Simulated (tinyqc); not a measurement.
What moves the results: mean-field antiferromagnet of the Hubbard model on the simple cubic lattice. A value that a table varies takes the place of the one given here.

e(k) = -2 t (cx + cy + cz) - 4 t2 (cx cy + cy cz + cz cx), ci = cos ki; one electron a site; Q = (pi, pi, pi). <n_up - n_dn> = m cos(Q.R) gives Delta = U m/2 and bands E = e+ -/+ sqrt(e-^2 + Delta^2), e+- = (e(k) +- e(k + Q))/2 (the constant U/2 is dropped). Means run over the mesh k_i = 2 pi (j + 1/2)/N of the whole zone: mu from mean(f(E-) + f(E+)) = 1; m(out) = mean of Delta (f(E-) - f(E+))/sqrt(e-^2 + Delta^2); free energy per site F = -kT mean[ln(1 + exp(-(E- - mu)/kT)) + ln(1 + exp(-(E+ - mu)/kT))] + mu + U m^2/4.

Constants: kB = 8.617333262e-05 eV/K.

Inputs chosen for the exercise: t = 1.07 eV (nearest hopping); t2 = 0 eV (second hopping); T = 100 K; U = 10.83 eV (on-site repulsion).

## From weak to strong coupling

Mesh N = 16, start m = 0.9, at most 400 steps; U takes the listed multiples of t. The gap (negative: overlap) is read for that Delta on the unshifted mesh N = 24, which holds the band extrema.

Results:

| U/t | m | Delta (eV) | gap (eV) | F - F(0) (meV) | J = 4 t^2/U (meV) |
|---|---|---|---|---|---|
| 1.5 | 0.000 | 0.000 | 0.000 | 0.00 | 2853 |
| 2.0 | 0.172 | 0.184 | 0.367 | -1.26 | 2140 |
| 3.0 | 0.426 | 0.684 | 1.368 | -28.20 | 1427 |
| 4.0 | 0.589 | 1.261 | 2.522 | -99.37 | 1070 |
| 5.0 | 0.696 | 1.861 | 3.721 | -211.30 | 856 |
| 6.0 | 0.767 | 2.461 | 4.923 | -355.30 | 713 |
| 8.0 | 0.852 | 3.646 | 7.292 | -710.05 | 535 |
| 12.0 | 0.926 | 5.947 | 11.893 | -1568.19 | 357 |
| 20.0 | 0.971 | 10.394 | 20.789 | -3516.21 | 214 |

On this mesh a moment above 0.02 first appears at U/t = 2 of those listed; a gap is open from U/t = 2 on. With t2 = 0 the Fermi surface is nested by Q, so at zero temperature and on an infinite mesh any U orders; at small U the finite mesh and kT = 0.008 t can suppress or reduce the moment. At U/t = 20 m has reached 0.971 and the gap is 0.97 U. Mean field leaves out spin fluctuations, which lower m (at large U to about 0.6 on the square and 0.85 on the simple cubic lattice) and the ordering temperature.

## Order against temperature

Mesh N = 16, start m = 0.9, at most 400 steps; Delta(50 K) = 4.8759 eV.

Results:

| T (K) | kT/Delta(50 K) | m | Delta (eV) |
|---|---|---|---|
| 2830 | 0.050 | 0.900 | 4.8759 |
| 8490 | 0.150 | 0.899 | 4.8667 |
| 14150 | 0.250 | 0.869 | 4.7044 |
| 19800 | 0.350 | 0.767 | 4.1527 |
| 23760 | 0.420 | 0.623 | 3.3745 |
| 27160 | 0.480 | 0.398 | 2.1575 |
| 30550 | 0.540 | 0.000 | 0.0000 |
| 33950 | 0.600 | 0.000 | 0.0000 |
| 39610 | 0.700 | 0.000 | 0.0000 |

The moment is below 0.02 from 30550 K on (kT/Delta = 0.54); close to the transition 400 steps may not suffice, so a small m in the row before can be unconverged. Weak-coupling theory puts the transition at 0.567 and the atomic limit at 0.5. At U/t = 10.1 this scale marks the loss of local moments, while order between them is lost on the scale J = 4 t^2/U = 4907 K. Fluctuations, left out, lower the true transition.

## Mesh

Start m = 0.9, at most 400 steps.

Results:

| N | m | Delta (eV) |
|---|---|---|
| 4 | 0.8990 | 4.8683 |
| 6 | 0.9005 | 4.8760 |
| 8 | 0.9004 | 4.8759 |
| 12 | 0.9004 | 4.8759 |
| 16 | 0.9004 | 4.8759 |

m spans 0.8990 to 0.9005; it stays within 0.002 of the last value from N = 4 on. The level spacing across the Fermi surface, about 4 pi t/N, should fall below the larger of Delta = 4.876 eV and kT, a rough rule that asks for N above about 2.8.

## What moves the order

Mesh N = 16, start m = 0.9; the gap (negative: overlap) is read for that Delta on the unshifted mesh N = 24. Each row changes one parameter from the base and keeps the others.

Results:

| case | m | Delta (eV) | gap (eV) |
|---|---|---|---|
| base | 0.9004 | 4.8759 | 9.7517 |
| U = 11.913 eV | 0.9157 | 5.4546 | 10.9092 |
| t = 1.177 eV | 0.8827 | 4.7800 | 9.5600 |
| t2 = -0.054 eV | 0.9004 | 4.8759 | 9.5357 |
| T = 700 K | 0.9004 | 4.8759 | 9.7517 |

The largest shifts from the base row, up to three for each result and ties (the steps differ in size, so this ranks the rows, not the parameters). m: t -0.0177, U +0.0153; unchanged at the printed digits by t2 and T. Delta (eV): U +0.5788, t -0.0959; unchanged at the printed digits by t2 and T. gap (eV): U +1.1575, t2 -0.2160, t -0.1917; unchanged at the printed digits by T.

Program tinyqc; command `OMP_NUM_THREADS=1 python tinyqc.py 1652706 1652707 out.jsonl`; about 0.09 s on one thread of a shared Intel(R) Xeon(R) Processor @ 2.30GHz.
